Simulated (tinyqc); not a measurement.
Leakage through a gate insulator: direct, Fowler-Nordheim, trap-assisted and Poole-Frenkel currents: one step, computed by the program tinyqc. Command: `OMP_NUM_THREADS=1 python tinyqc.py 3001622 3001623 out.jsonl oxideleak walk`. One thread of a shared host (Intel(R) Xeon(R) Processor @ 2.30GHz), about 0.01 s of CPU time with the checks.

Electrons enter from the cathode Fermi level at x = 0; the conduction band of the insulator lies phi_b - e F x above it, F = V/t. WKB exponents use a parabolic band with mass m.

Problem. One trap at several depths. For a level a distance phi(x) below the band, the WKB exponent is 2 int kappa dx with kappa = sqrt(m phi/(hbar^2/2m_0)); for a linear barrier from phi_1 down to phi_2 = max(phi_1 - e F d, 0) it is G = (4/3) sqrt(m/(hbar^2/2m_0)) (phi_1^(3/2) - phi_2^(3/2))/(e F). A trap at depth x lies phi_t below the band. Capture: tunnel at the cathode Fermi level from 0 to x (G_in from phi_1 = phi_b), rate nu_0 exp(-G_in - E_c/k_B T) with E_c = E_a + max(phi_b - phi_t - e F x, 0), the last term being the height of the trap above the cathode Fermi level. Emission: tunnel from the trap level to the anode (G_out from phi_1 = phi_t over t - x), rate nu_0 exp(-G_out - E_a/k_B T). Re-emission to the cathode follows from detailed balance, rate_back = rate_in exp(dE/k_B T) with dE = phi_b - phi_t - e F x. Each trap passes R = rate_in rate_out/(rate_in + rate_back + rate_out) electrons per second; filling from the anode is left out. Depths: t times 0.08, 0.2, 0.32, 0.44, 0.56, 0.68, 0.8 and 0.92, rounded to 0.01 nm.

Inputs (values chosen for the exercise, with an insulator like SiO2):
```
quantity                        value  unit
thickness t                       2.6    nm
barrier phi_b                    2.97    eV
tunnelling mass m                0.41   m_0
voltage across the insulator V    1.8     V
trap depth phi_t                  1.8    eV
attempt rate nu_0               2e+12   1/s
activation of capture E_a         0.2    eV
temperature T                     450     K
```

Constants: k_B = 8.617333262e-05 eV/K; hbar^2/(2 m_0) = 3.80998212 eV angstrom^2.

Give: Rates.

Solution.

Rates:
```
x (nm)   G_in  G_out  E_c (eV)  rate in (1/s)  rate back (1/s)  rate out (1/s)    R (1/s)
0.21     2.35  14.91     1.225      3.694e-03        1.103e+09       3.864e+03  1.294e-08
0.52     5.70  13.89     1.010      3.274e-02        3.861e+07       1.066e+04  9.034e-06
0.83     8.91  12.51     0.795      3.322e-01        1.547e+06       4.267e+04  8.918e-03
1.14    11.99  10.83     0.581      3.882e+00        7.136e+04       2.284e+05  2.958e+00
1.46    15.01   8.84     0.359      5.734e+01        3.482e+03       1.672e+06  5.722e+01
1.77    17.78   6.69     0.200      2.187e+02        5.244e+01       1.435e+07  2.187e+02
2.08    20.38   4.34     0.200      1.621e+01        1.535e-02       1.501e+08  1.621e+01
2.39    22.81   1.81     0.200      1.434e+00        5.359e-06       1.883e+09  1.434e+00
```

The most effective of these traps sits at 1.77 nm, 68 % of the way; where rate back exceeds rate out, re-emission drains the trap, and elsewhere the slower forward step limits R; here capture limits, and the best depth is where the trap level drops to the cathode Fermi level.
